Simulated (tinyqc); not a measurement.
Do the excited 1s states matter for ionisation? Model: valley-orbit splitting of a donor ground state, with strain. Computed by tinyqc, a small Python program. Command: `OMP_NUM_THREADS=1 python tinyqc.py 3009545 3009546 out.jsonl valleyorbit walk`. One thread of a shared host (Intel(R) Xeon(R) Processor @ 2.30GHz), about 0.01 s of CPU time with the checks.

The basis is the 1s envelope in each valley; energies are counted from the unstrained conduction-band edge. The strain is e_s (a a^T - 1/3) for the unit stress axis a, so valley j along n_j moves by Xi_u e_s w_j with w_j = (n_j.a)^2 - 1/3: +1/6 for x and y, -1/3 for z. The splitting at the zone boundary that a [110] shear adds for <100> valleys is left out.

Inputs (values chosen for the exercise, modelled on donors in silicon):

| quantity | value | unit |
|---|---|---|
| single-valley binding energy E_0 | 30.9 | meV |
| central-cell shift Lambda | 0.804 | meV |
| coupling Delta_1 | 4 | meV |
| coupling Delta_2 | 2.73 | meV |
| shear deformation potential Xi_u | 8.67 | eV |
| donor density N_D | 6.5e+15 | cm^-3 |
| density-of-states mass of one valley m_e | 0.318 | m_0 |

Valleys: six along <100>. Stress axis: [110].

Constants: k_B = 8.617333262e-05 eV/K; m_0 = 9.1093837015e-31 kg; k_B = 1.380649e-23 J/K; h = 6.62607015e-34 J s.

Method:
- By symmetry: E(A1) = E_0 + Lambda + 4 Delta_1 + Delta_2 (one state), E(T2) = E_0 + Lambda - Delta_2 (three), E(E) = E_0 + Lambda - 2 Delta_1 + Delta_2 (two), as binding energies.
- H_jj = -(E_0 + Lambda) + Xi_u e_s w_j; H_jk = -Delta_2 between opposite valleys and -Delta_1 between perpendicular ones.
- z = sum over levels of exp(-(E - E_ground)/k_B T), the ground-state share being 1/z; N_c = 2 (2 pi m_e k_B T/h^2)^(3/2) sum_j exp(-(shift_j - lowest shift)/k_B T); n1 = N_c/(2 z) exp(-binding/k_B T), binding = lowest shift - E_ground; without compensation n = 2 N_D/(1 + sqrt(1 + 4 N_D/n1)) (Boltzmann statistics; p and higher states left out).
- No strain here. The last two columns set z = 1, with the A1 depth, or use one level at E_0 with z equal to the number of valleys.

E(A1) = 50.434 meV

Ionised share:

| T (K) | z | all 1s states | ground state alone | no splitting |
|---|---|---|---|---|
| 29 | 1.0007 | 3.2741e-04 | 3.2753e-04 | 0.00664 |
| 49 | 1.0254 | 2.9042e-02 | 2.9404e-02 | 0.11578 |
| 73 | 1.1431 | 2.3461e-01 | 2.4853e-01 | 0.42079 |
| 110 | 1.4708 | 6.8971e-01 | 7.5033e-01 | 0.78903 |
| 150 | 1.8827 | 8.9774e-01 | 9.4040e-01 | 0.92385 |
| 230 | 2.6118 | 9.7721e-01 | 9.9103e-01 | 0.98034 |
| 390 | 3.5634 | 9.9486e-01 | 9.9855e-01 | 0.99516 |

What follows from these numbers?

z grows from 1.001 to 3.56 of at most 6. Leaving out the excited states overstates the ionised share by up to 8.8 % (at 110 K); ignoring the splitting misses by a factor 20.3 at the lowest T and 1.00 at the highest.

Extremes, crossings and ranges named in words are read from the listed rows.
